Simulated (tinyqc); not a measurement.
Internal loss and injection efficiency from two cavity lengths.

Inverse problem. The differential efficiency of both facets obeys 1/eta_d = (1/eta)[1 + 2 ai Lc/ln(1/(R1 R2))]. Find eta and ai.

Values chosen for this exercise: front reflectance R1 = 0.1; back reflectance R2 = 0.9.

differential efficiency at Lc = 750 and 1875 um: 0.66241431  0.47042853

Answer. 1/eta_d is linear in Lc: the intercept is 1/eta, and slope over intercept is 2 ai/ln(1/(R1 R2)).

eta = 0.910
ai = 6.00 1/cm

Numbers from tinyqc (`OMP_NUM_THREADS=1 python tinyqc.py 2840028 2840029 out.jsonl`; about 0.01 s on one thread of a shared Intel Xeon 2.30GHz).
